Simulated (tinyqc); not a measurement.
From one set of inputs to another, one input at a time: correction of a charged-defect supercell by a model charge and potential alignment (plane-averaged potentials). Computed by tinyqc, a small Python program. Command: `OMP_NUM_THREADS=1 python tinyqc.py 3110196 3110197 out.jsonl align ladder`. One thread of a shared host (Intel(R) Xeon(R) Processor @ 2.30GHz), about 0.02 s of CPU time with the checks.

The "true" defect charge is (1 - x) q in a Gaussian of width sigma plus x q in one of width sigma_t, so the exact answer is known; the correction sees only a single model Gaussian of width sigma_m. A Gaussian of width s has the transform rho(G) = exp(-G^2 s^2/2), normalised to 1. A uniform background cancels q, so G = 0 is left out. Potentials are those felt by a unit positive charge. E_0 is the formation energy of the isolated defect, E_cell its value in the supercell, E_lat = E_iso - E_per of the model charge, C the true less the model potential far from the defect; the exact correction is E_0 - E_cell, and the error of a scheme is E_cell plus its correction less E_0.

The inputs printed are set A. Inputs not listed in the table keep their values of set A, so the rows need not describe a real material.

Inputs (values chosen for the exercise, with screening close to that of diamond):
```
quantity,value,unit
defect charge q,-3,e
dielectric constant eps,5.65,-
edge of the cubic cell L,12.1,angstrom
width sigma of the true defect charge,0.88,angstrom
width sigma_m of the model charge,0.73,angstrom
share x of the charge in a wide tail,0.12,-
width sigma_t of the tail,1.4,angstrom
formation energy of the isolated defect E_0,2.06,eV
```

Constants: e^2/(4 pi eps_0) = 14.39964548 eV angstrom.

Method:
- Periodic energy E_per = (2 pi q^2/(eps L^3)) (e^2/(4 pi eps_0)) sum_(G != 0) rho(G)^2/G^2, G = (2 pi/L)(n1, n2, n3), |n_i| <= 16. Isolated energy: two Gaussians of charges q_a, q_b and widths a, b interact by q_a q_b (e^2/(4 pi eps_0 eps)) sqrt(2/pi)/sqrt(a^2 + b^2), and the self-energy is half the sum over pairs.
- Supercell value E_cell = E_0 + E_per - E_iso for the true charge.
- E_lat = E_iso - E_per for the model charge; point-charge value alpha q^2 e^2/(4 pi eps_0 eps 2 L) with alpha = 2.837297.
- Plane-averaged potential at distance z from the defect: V(z) = (4 pi q/(eps L^3)) (e^2/(4 pi eps_0 e)) sum_(m != 0) rho(G_m) cos(G_m z)/G_m^2, G_m = 2 pi m/L, |m| <= 40.
- C = difference at z = L/2; E_corr = E_cell + E_lat - q C. For charges that have died out at L/2, C = (2 pi q/(eps L^3)) (e^2/(4 pi eps_0 e)) (<s^2> - sigma_m^2), <s^2> = (1 - x) sigma^2 + x sigma_t^2.

Each row keeps all changes above it:
```
input moved,from,to,alignment C (V),error without alignment (meV),error with the point-charge term alone (meV)
set A,-,-,-0.01041,31.22,74.57
width sigma of the true defect charge (angstrom),0.88,0.79,-0.00682,20.46,63.81
width sigma_m of the model charge (angstrom),0.73,0.58,-0.01215,36.45,63.81
width sigma_t of the tail (angstrom),1.4,1.7,-0.01516,45.53,72.89
dielectric constant eps,5.65,12.5,-0.00685,20.58,32.95
share x of the charge in a wide tail,0.12,0,-0.00353,10.58,22.95
edge of the cubic cell L (angstrom),12.1,9.26,-0.00787,23.60,51.20
```

Where does the difference come from?

Alignment C goes from -0.0104 to -0.00787, +0.00254 in all. The largest single move comes from dielectric constant eps (+0.00831), and width sigma_m of the model charge works against it (-0.00533). Error without alignment goes from 31.2 to 23.6, a factor 0.756 in all. The largest single move comes from edge of the cubic cell L (a factor 2.23), but it runs against the net change; the largest move in the direction of the net change is dielectric constant eps (a factor 0.452). Error with the point-charge term alone goes from 74.6 to 51.2, a factor 0.687 in all. The largest single move comes from edge of the cubic cell L (a factor 2.23), but it runs against the net change; the largest move in the direction of the net change is dielectric constant eps (a factor 0.452). The single moves hold for this order of the switches; the total does not depend on the order.

Extremes, crossings and ranges named in words are read from the listed rows.
